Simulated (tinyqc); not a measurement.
Worked calculation: Ewald sum of point charges, displaced rock salt, strained along z by a factor 1.01, lattice. Computed by tinyqc, a small Python program that keeps every step. Command: `OMP_NUM_THREADS=1 python tinyqc.py 26059 26060 out.jsonl` (the two numbers bound the seeds that draw the settings). One thread of a shared host (Intel(R) Xeon(R) Processor @ 2.60GHz), about 0.04 s of CPU time with the checks.

## Ewald sum with eta = 0.244 1/bohr

cell vectors (rows) (bohr):
```
          1         2         3
1  0.000000  6.270000  6.333000
2  6.270000  0.000000  6.333000
3  6.270000  6.270000  0.000000
```

Charges:
```
q                f1        f2        f3
1.000000   0.000000  0.000000  0.000000
-1.000000  0.440000  0.550000  0.500000
```

Real space: 1/2 sum q_i q_j erfc(eta r)/r over all images with r > 0; reciprocal space: (2 pi/V) sum_(G != 0) exp(-G^2/4 eta^2)/G^2 |S(G)|^2 with S(G) = sum q exp(i G.r); self term -eta/sqrt(pi) sum q^2; background -pi Q^2/(2 V eta^2), Q the total charge.

Real-space shells (first ones):
```
r (bohr)   pairs  sum (hartree)
5.902472       2      -0.007061
5.968704       2      -0.006607
6.288765       2      -0.004771
6.415048       2      -0.004186
6.594544       2      -0.003468
6.653891       2      -0.003257
8.867119       8       0.000999
8.911778      16       0.001889
10.465445      2      -0.000029
10.541812      2      -0.000026
10.834579      2      -0.000017
10.906907      2      -0.000015
```

Reciprocal shells (first ones that count):
```
G^2 (1/bohr^2)  vectors  sum (hartree)
0.748188              8       0.022965
0.984330              2       1.62e-06
1.004210              4       0.000088
1.988540              8       1.47e-06
2.008421              4       1.26e-06
2.716848              8       1.62e-06
2.756608             16       2.55e-06
2.992751              8       2.76e-08
4.016841              4       2.74e-10
4.725268             16       3.82e-10
4.765029              8       1.52e-10
```

## The total does not depend on eta

The same sums for other eta.

Totals (hartree per cell):
```
eta            real  reciprocal       self  background        total
0.244000  -0.026592    0.023062  -0.275325    0.000000  -0.27885383
0.404000  -0.000372    0.177383  -0.455865    0.000000  -0.27885383
0.549000  -1.73e-06    0.340628  -0.619480    0.000000  -0.27885383
```

shortest distance = 5.902472 bohr

Madelung constant -E d / (formula units |q+ q-|) = 1.645927
